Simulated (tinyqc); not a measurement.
Worked calculation: CISD on RHF in the 6-31g basis, for H2, spin multiplicity 1. One step of it, computed by the program tinyqc.

Task: Integrals over molecular orbitals. (pq|rs) = sum C_ip C_jq C_kr C_ls (ij|kl), one index at a time.

coefficients C:
```
            MO1        MO2        MO3        MO4
1H 1s  0.284720   0.170588   0.873102  -0.976072
1H 2s  0.335683   1.202540  -0.698878   1.198392
2H 1s  0.284720  -0.170588   0.873102   0.976072
2H 2s  0.335683  -1.202540  -0.698878  -1.198392
```

core Hamiltonian H = T + V (hartree), lower triangle:
```
           1H 1s      1H 2s      2H 1s      2H 2s
1H 1s  -0.776154
1H 2s  -0.819951  -0.854916
2H 1s  -0.448877  -0.576284  -0.776154
2H 2s  -0.576284  -0.720008  -0.819951  -0.854916
```

Two-electron integrals (ij|kl) in chemists' order, unique and non-zero (hartree):
```
(11|11) 1.076566   (21|11) 0.578470   (21|21) 0.329423   (22|11) 0.587396
(22|21) 0.361304   (22|22) 0.453150   (31|11) 0.194153   (31|21) 0.113372
(31|22) 0.128668   (31|31) 0.054127   (32|11) 0.232573   (32|21) 0.145065
(32|22) 0.184917   (32|31) 0.075550   (32|32) 0.123206   (33|11) 0.510849
(33|21) 0.327668   (33|22) 0.437874   (33|31) 0.194153   (33|32) 0.345542
(33|33) 1.076566   (41|11) 0.345542   (41|21) 0.198049   (41|22) 0.219444
(41|31) 0.075550   (41|32) 0.099522   (41|33) 0.232573   (41|41) 0.123206
(42|11) 0.401593   (42|21) 0.249486   (42|22) 0.320012   (42|31) 0.103024
(42|32) 0.159509   (42|33) 0.401593   (42|41) 0.159509   (42|42) 0.249185
(43|11) 0.327668   (43|21) 0.208672   (43|22) 0.278310   (43|31) 0.113372
(43|32) 0.198049   (43|33) 0.578470   (43|41) 0.145065   (43|42) 0.249486
(43|43) 0.329423   (44|11) 0.437874   (44|21) 0.278310   (44|22) 0.376961
(44|31) 0.128668   (44|32) 0.219444   (44|33) 0.587396   (44|41) 0.184917
(44|42) 0.320012   (44|43) 0.361304   (44|44) 0.453150
```

Give: one-electron integrals over orbitals h = C^T H C; Two-electron integrals over orbitals.

Result:

one-electron integrals over orbitals h = C^T H C (hartree), lower triangle:
```
         1        2       3       4
1  -1.0873
2   0.0000  -0.6092
3  -0.1329   0.0000  0.0017
4   0.0000   0.1925  0.0000  0.1290
```

Two-electron integrals over orbitals (pq|rs), unique and non-zero (hartree):
```
(11|11) 0.5641    (21|21) 0.1084    (22|11) 0.4401    (22|22) 0.4013
(31|11) 0.1329    (31|22) 0.0685    (31|31) 0.0935    (32|21) 0.0109
(32|32) 0.0376    (33|11) 0.5026    (33|22) 0.4027    (33|31) 0.1183
(33|33) 0.4728    (41|21) -0.0804   (41|32) -0.0494   (41|41) 0.1094
(42|11) -0.1365   (42|22) -0.0726   (42|31) -0.0809   (42|33) -0.1187
(42|42) 0.0823    (43|21) -0.1205   (43|32) -0.0385   (43|41) 0.1249
(43|43) 0.1739    (44|11) 0.5656    (44|22) 0.4478    (44|31) 0.1689
(44|33) 0.5301    (44|42) -0.1618   (44|44) 0.6263
```
